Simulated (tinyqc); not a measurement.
Worked calculation: cyclotron resonance of ellipsoidal valleys, Si type. Values are carried at full precision from step to step, so a last printed digit may differ when a step is redone from the rounded ones.

Valleys along [100], [010], [001] (each with its opposite partner), mass ml along the axis and mt across it. B lies in the (1-10) plane, b = (sin(theta)/sqrt2, sin(theta)/sqrt2, cos(theta)). For the angle phi between B and the axis, 1/mc^2 = cos^2(phi)/mt^2 + sin^2(phi)/(mt ml). Resonance: h nu = 2 muB B/mc, h = 2 pi hbar.

Constants: hbar = 6.58211957e-16 eV s; muB = 5.788381798e-05 eV/T.

Parameters, chosen for this exercise (near those of Si; shifted at random, so the results belong to these values and not to a real crystal): theta = 56 degrees (angle of B from [001] towards [110]); ml = 0.875 m0 (longitudinal mass); mt = 0.194 m0 (transverse mass); nu = 35 GHz (microwave frequency); tau = 160 ps (scattering time).

## Angles to the valley axes

Give b and cos^2(phi) for each axis.

b: [0.5862, 0.5862, 0.5592]

cos^2(phi): [100] 0.3437, [010] 0.3437, [001] 0.3127

## Cyclotron masses and resonance fields

For each axis, mc and B = h nu mc/(2 muB).

Resonances:
```
axis   mc (m0)   B (T)
[100]   0.2774  0.3468
[010]   0.2774  0.3468
[001]   0.2845  0.3557
```

2 distinct masses appear; the limits are mt = 0.194 (B along the axis) and sqrt(ml mt) = 0.4120 (B across it).

## The same from the mass tensor

For the valley along [001]: M = mt 1 + (ml - mt) a a^T, and mc^2 = det M/(b M b).

M (m0), rows x, y, z and columns alike:
```
[[0.1940, 0, 0],
 [0, 0.1940, 0],
 [0, 0, 0.8750]]
```

det M = 0.032932
b M b = 0.4069
mc = 0.2845 m0

## Line shape

For linear polarisation and one isotropic mass the absorbed power goes as P = [1 + (w^2 + wc^2) tau^2]/([1 + (wc^2 - w^2) tau^2]^2 + 4 w^2 tau^2), w = 2 pi nu. List it for wc/w = 0, 0.5, 0.8, 0.9, 1, 1.1, 1.2, 1.5 and 2, which is B over the resonance field.

w tau = 35.186

Power:
```
wc/w          P
0.0   0.0008071
0.5    0.001790
0.8     0.01002
0.9     0.03748
1.0      0.5001
1.1     0.03746
1.2    0.009980
1.5    0.001675
2.0   0.0004484
```

The largest listed value lies at wc/w = 1.0, 619.6 times the zero-field value. With w tau well above 1 the line is sharp, of relative half width about 1/(w tau). The closest two lines of this crystal are 2.6 % apart, so they merge at this w tau.

## Checks

- Rotation frequency of dv/dt = -M^-1 (v x b) for the valley along [001], in units of e B/m0, against 1/mc: both 3.5153.

Run: tinyqc, `OMP_NUM_THREADS=1 python tinyqc.py 1250677 1250678 out.jsonl`; Intel(R) Xeon(R) Processor @ 2.30GHz, one thread, shared host; about 0.01 s of CPU time with all checks.
